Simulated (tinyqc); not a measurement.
# n-type polysilicon, carrier trapping at grain boundaries, step by step

Program tinyqc, `OMP_NUM_THREADS=1 python tinyqc.py 2830166 2830167 out.jsonl`; Intel Xeon 2.30GHz, shared host, one thread, about 0.01 s. Printed values are rounded.

One-dimensional grains of size Lg, uniform ionised doping N, monovalent traps Qt at each boundary at a depth Et below (for electrons) or above (for holes) the band edge there, abrupt depletion of width W on each side of a boundary, Boltzmann statistics. xi is the distance from the band edge at the grain centre to the Fermi level. Trapped charge Qt/(1 + exp((xi + VB - Et)/Vt)) = 2 N W, barrier VB = q N W^2/(2 eps0 eps_r).

Parameters, values chosen for the exercise; values of the order met in polycrystalline silicon:
- T = 300 K (temperature)
- eps_r = 11.7 (relative permittivity)
- NB = 2.8e19 cm^-3 (conduction-band density of states at T)
- Lg = 69 nm (grain size)
- Qt = 9.3e11 cm^-2 (trap density of a grain boundary)
- Et = 0.33 eV (depth of the trap level from the majority band edge at the boundary)
- ms = 0.34 m0 (mass for thermionic emission)
- fe = 0.12 (correction factor of the emission rate)
- N = 4.3e16 cm^-3 (doping)

Constants: q = 1.602176634e-19 C, kB = 1.380649e-23 J/K, m0 = 9.1093837015e-31 kg, Vt = kB T/q, eps0 = 8.8541878128e-14 F/cm where lengths are in cm. Results are converted to the units shown.

## Depletion width, Fermi level and barrier

If the trap equation with xi = Vt ln(NB/N) has a root W < Lg/2, the grain is partly depleted; otherwise W = Lg/2 and the trap equation gives xi = Et - VB + Vt ln(Qt/(N Lg) - 1). N* = Qt/Lg.

N* = 1.34783e17 cm^-3
W = 34.5 nm
xi = 0.310024 V
VB = 0.0395779 V
share of traps filled = 0.319032

N is 0.319 N*, and the grain is fully depleted; VB = 1.53 Vt.

## Resistivity and effective mobility

n0 = NB exp(-xi/Vt); mean density n0 (1 - 2 W/Lg) by charge balance in a partly depleted grain, and n0 (sqrt(pi)/2) erf(u)/u with u = sqrt(VB/Vt) in a fully depleted one; v = sqrt(kB T/(2 pi ms m0)); barrier resistivity Vt exp(VB/Vt)/(q fe n0 v Lg); grain resistivity (1 - 2 W/Lg)/(q n0 mug); effective mobility 1/(q mean density total resistivity).

n0 = 1.73376e14 cm^-3
mean density = 1.14228e14 cm^-3
v = 4.61348e6 cm/s
barrier resistivity = 1126.20 ohm cm
grain resistivity = 0.00000 ohm cm
resistivity = 1126.20 ohm cm
effective mobility = 48.5179 cm^2/(V s)

The resistivity is 776 times that of a single crystal with the same N and mobility mug, and the mean density is 0.266 % of N.
